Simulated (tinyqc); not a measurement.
Raising U: Hubbard ring of 6 sites, mean field against exact. Computed by the program tinyqc. Collinear unrestricted mean field (the lowest of 40 random starts) against exact diagonalisation.

one-body matrix (hopping and site energies) (eV):
```
,1,2,3,4,5,6
1,0.0000,-0.7000,0.0000,0.0000,0.0000,-0.7000
2,-0.7000,0.0000,-0.7000,0.0000,0.0000,0.0000
3,0.0000,-0.7000,0.0000,-0.7000,0.0000,0.0000
4,0.0000,0.0000,-0.7000,0.0000,-0.7000,0.0000
5,0.0000,0.0000,0.0000,-0.7000,0.0000,-0.7000
6,-0.7000,0.0000,0.0000,0.0000,-0.7000,0.0000
```

electrons, up and down: 3  2

Exact and mean-field results (eV):
```
U,U/t,E exact,E mean field,mean |n_up - n_down|,"double occupancy, exact",first gap in the sector
0.350,0.500,-4.56638,-4.55164,0.181,0.151,0.000
0.700,1.000,-4.26519,-4.20681,0.198,0.136,0.000
1.400,2.000,-3.75558,-3.53211,0.254,0.107,0.000
2.100,3.000,-3.35671,-2.90025,0.368,0.083,0.000
2.800,4.000,-3.04846,-2.42467,0.607,0.064,0.000
5.600,8.000,-2.35835,-1.70727,0.783,0.025,0.000
8.400,12.000,-2.05583,-1.46734,0.812,0.013,0.000
14.000,20.000,-1.79099,-1.27605,0.826,4.88e-03,0.000
```

Estimate the missing row, U = 4.2.

Computed row:
```
U        U/t   E exact  E mean field  mean |n_up - n_down|  double occupancy, exact  first gap in the sector
4.200  6.000  -2.62418      -1.94775                 0.741                    0.039                    0.000
```

In absolute terms mean field is worst at U/t = 6.0, 0.676 eV too high: at small U it is nearly exact, and at large U it still misses the motion of the hole through a fluctuating spin background. Relative to the exact energy its error is 0.3 % at the smallest U, 29 % at most and 29 % at the largest. The double occupancy falls from 0.151 to 0.005.
